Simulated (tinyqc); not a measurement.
Geometry optimisation on the RHF/sto-6g surface (energies and gradients from PySCF), for BeH2, spin multiplicity 1, step by step. One step of it, computed by the program tinyqc.

Task: Step 1: move. Quasi-Newton step p = -H^(-1) g (first H = 1 times the unit matrix); steps longer than 0.5 bohr are cut back.

positions at the start (bohr):
```
            x          y          z
1Be  0.017008  -0.011338  -0.039684
2H   0.062361   2.632388   0.075589
3H   0.015118  -2.590815   0.037795
```

gradient (hartree/bohr):
```
               x            y            z
1Be  -0.00147611  -0.01107146  -0.00625001
2H    0.00110971   0.04253685   0.00355859
3H    0.00036640  -0.03146539   0.00269142
```

Give: positions after step 1.

Result:

positions after step 1 (bohr):
```
          x        y        z
1Be  0.0185  -0.0003  -0.0334
2H   0.0613   2.5899   0.0720
3H   0.0148  -2.5593   0.0351
```
